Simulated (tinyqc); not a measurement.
Errors against cell size: correction of a charged-defect supercell by a model charge and potential alignment (plane-averaged potentials). Computed by tinyqc, a small Python program. Command: `OMP_NUM_THREADS=1 python tinyqc.py 3111988 3111989 out.jsonl align walk`. One thread of a shared host (Intel(R) Xeon(R) Processor @ 2.30GHz), about 0.01 s of CPU time with the checks.

The "true" defect charge is (1 - x) q in a Gaussian of width sigma plus x q in one of width sigma_t, so the exact answer is known; the correction sees only a single model Gaussian of width sigma_m. A Gaussian of width s has the transform rho(G) = exp(-G^2 s^2/2), normalised to 1. A uniform background cancels q, so G = 0 is left out. Potentials are those felt by a unit positive charge. E_0 is the formation energy of the isolated defect, E_cell its value in the supercell, E_lat = E_iso - E_per of the model charge, C the true less the model potential far from the defect; the exact correction is E_0 - E_cell, and the error of a scheme is E_cell plus its correction less E_0.

Inputs (values chosen for the exercise, with screening close to that of HfO2): defect charge q = 1 e; dielectric constant eps = 21.4; edge of the cubic cell L = 10.2 angstrom; width sigma of the true defect charge = 0.82 angstrom; width sigma_m of the model charge = 0.73 angstrom; share x of the charge in a wide tail = 0.19; width sigma_t of the tail = 1.7 angstrom.

Constants: e^2/(4 pi eps_0) = 14.39964548 eV angstrom.

Method:
- Periodic energy E_per = (2 pi q^2/(eps L^3)) (e^2/(4 pi eps_0)) sum_(G != 0) rho(G)^2/G^2, G = (2 pi/L)(n1, n2, n3), |n_i| <= 16. Isolated energy: two Gaussians of charges q_a, q_b and widths a, b interact by q_a q_b (e^2/(4 pi eps_0 eps)) sqrt(2/pi)/sqrt(a^2 + b^2), and the self-energy is half the sum over pairs.
- Plane-averaged potential at distance z from the defect: V(z) = (4 pi q/(eps L^3)) (e^2/(4 pi eps_0 e)) sum_(m != 0) rho(G_m) cos(G_m z)/G_m^2, G_m = 2 pi m/L, |m| <= 40.
- Schemes: none; point-charge term alpha q^2 e^2/(4 pi eps_0 eps 2 L), alpha = 2.837297; E_lat of the model; E_lat - q C with C at z = L/2.

Error against E_0 (meV):
```
L (angstrom)     none  point charge  model charge  model and alignment
7.14          -121.04        12.660        6.4700              0.64906
8.67          -103.01         7.092        3.6354              0.12168
10.20          -89.23         4.357        2.2342              0.01990
12.20          -75.70         2.547        1.3058              0.00150
15.30          -61.10         1.291        0.6620              0.00002
```

What follows from these numbers?

Between the last two rows the uncorrected error scales as L^-0.95 and the point-charge remainder as L^-3.00. With alignment the error is +0.6 meV in the smallest cell and 0.00 meV in the largest.

Extremes, crossings and ranges named in words are read from the listed rows.
